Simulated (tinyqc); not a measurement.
Do the excited 1s states matter for ionisation? Model: valley-orbit splitting of a donor ground state, with strain. Computed by tinyqc, a small Python program. Command: `OMP_NUM_THREADS=1 python tinyqc.py 3002175 3002176 out.jsonl valleyorbit walk`. One thread of a shared host (Intel(R) Xeon(R) Processor @ 2.30GHz), about 0.01 s of CPU time with the checks.

The basis is the 1s envelope in each valley; energies are counted from the unstrained conduction-band edge. The strain is e_s (a a^T - 1/3) for the unit stress axis a, so valley j along n_j moves by Xi_u e_s w_j with w_j = (n_j.a)^2 - 1/3: +1/3 for [111] and [-1-11], -1/3 for the others.

Inputs (values chosen for the exercise, for a model many-valley semiconductor): single-valley binding energy E_0 = 6.67 meV; central-cell shift Lambda = 0.35 meV; coupling Delta_1 = 0.26 meV; shear deformation potential Xi_u = 16.5 eV; donor density N_D = 1.3e+15 cm^-3; density-of-states mass of one valley m_e = 0.225 m_0.

Valleys: four along <111>. Stress axis: [110].

Constants: k_B = 8.617333262e-05 eV/K; m_0 = 9.1093837015e-31 kg; k_B = 1.380649e-23 J/K; h = 6.62607015e-34 J s.

Method:
- By symmetry: E(A1) = E_0 + Lambda + 3 Delta_1 (one state), E(T2) = E_0 + Lambda - Delta_1 (three), as binding energies.
- H_jj = -(E_0 + Lambda) + Xi_u e_s w_j; H_jk = -Delta_1 between any two valleys.
- z = sum over levels of exp(-(E - E_ground)/k_B T), the ground-state share being 1/z; N_c = 2 (2 pi m_e k_B T/h^2)^(3/2) sum_j exp(-(shift_j - lowest shift)/k_B T); n1 = N_c/(2 z) exp(-binding/k_B T), binding = lowest shift - E_ground; without compensation n = 2 N_D/(1 + sqrt(1 + 4 N_D/n1)) (Boltzmann statistics; p and higher states left out).
- No strain here. The last two columns set z = 1, with the A1 depth, or use one level at E_0 with z equal to the number of valleys.

E(A1) = 7.8 meV

Ionised share:
```
T (K)       z  all 1s states  ground state alone  no splitting
4.5    1.2053     1.0744e-04          1.1795e-04    2.5317e-04
7.5    1.6002     7.6119e-03          9.6192e-03    1.1517e-02
11.0   2.0015     6.0212e-02          8.4094e-02    7.6623e-02
16.0   2.4110     2.3685e-01          3.4160e-01    2.7079e-01
23.0   2.7752     5.3506e-01          7.0727e-01    5.6999e-01
36.0   3.1455     8.3990e-01          9.3669e-01    8.5383e-01
60.0   3.4534     9.6089e-01          9.8803e-01    9.6340e-01
```

What does the comparison show, and why?

z grows from 1.205 to 3.45 of at most 4. Leaving out the excited states overstates the ionised share by up to 44.2 % (at 16.0 K); ignoring the splitting misses by a factor 2.36 at the lowest T and 1.00 at the highest.

Extremes, crossings and ranges named in words are read from the listed rows.
